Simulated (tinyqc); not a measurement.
Inside a calculation. Model: resistance of a tapered via with liner, size effect and interface.

tinyqc, about 0.01 s, one thread, Intel Xeon 2.30GHz (shared host): `OMP_NUM_THREADS=1 python tinyqc.py 2750095 2750096 out.jsonl` Printed values are rounded.

A round via whose diameter grows from db at the bottom as D(z) = db + 2 z/tan(ang). The fill, of diameter D - 2 tl, starts above the bottom liner (thickness fb tl) and has rho = rho0 (1 + ks lam/(D - 2 tl)); the sidewall liner conducts in parallel with it. The bottom liner and the interface are crossed over the full area pi db^2/4. Spreading in the lines above and below is left out.

Parameters, values chosen for the exercise; fill metal close to tungsten: diameter at the bottom db = 17 nm; height hv = 61 nm; sidewall angle ang = 88 degrees; bulk resistivity of the fill rho0 = 5.39 uohm cm; mean free path of the fill lam = 15.7 nm; size-effect factor ks = 1.1; liner on the sidewall tl = 3.4 nm; liner at the bottom over that on the sidewall fb = 0.5; resistivity of the liner rl = 320 uohm cm; interface resistivity at the bottom ri = 9.3e-13 ohm cm^2; ballistic conductance per area, about 3/(4 rho0 lam) Sb = 9.1e14 S/m^2.

## Slices of the via

Slices between z0 = fb tl and hv, evaluated at their midpoints: conductance per length pi/4 [(D - 2 tl)^2/rho + (D^2 - (D - 2 tl)^2)/rl], slice resistance = slice height over that. 10 slices.

```
slice,z (nm),D (nm),rho (uohm cm),slice resistance (ohm)
0,4.665,17.3258,14.2335,9.01447
1,10.5950,17.7400,13.8987,8.18860
2,16.5250,18.1541,13.5884,7.46498
3,22.4550,18.5683,13.2998,6.82806
4,28.3850,18.9825,13.0309,6.26505
5,34.3150,19.3966,12.7797,5.76536
6,40.2450,19.8108,12.5445,5.32017
7,46.1750,20.2249,12.3238,4.92212
8,52.1050,20.6391,12.1163,4.56500
9,58.0350,21.0533,11.9208,4.24358
```

## Total resistance

R_fill = sum of the slices; R_bottom = rl fb tl/(pi db^2/4); R_interface = ri/(pi db^2/4); ballistic (Sharvin) limit 1/(Sb pi (db - 2 tl)^2/4); ideal cylinder rho0 hv/(pi db^2/4).

parts (ohm): fill 62.5774, bottom liner 23.9669, interface 0.409728
R = 86.9540 ohm
shares (%): fill 71.9661, bottom liner 27.5627, interface 0.4712
ballistic limit = 13.4483 ohm
ideal cylinder = 14.4854 ohm

The fill is the largest part, and R is 6.00 times the ideal cylinder. With 2000 slices R = 86.981 ohm.
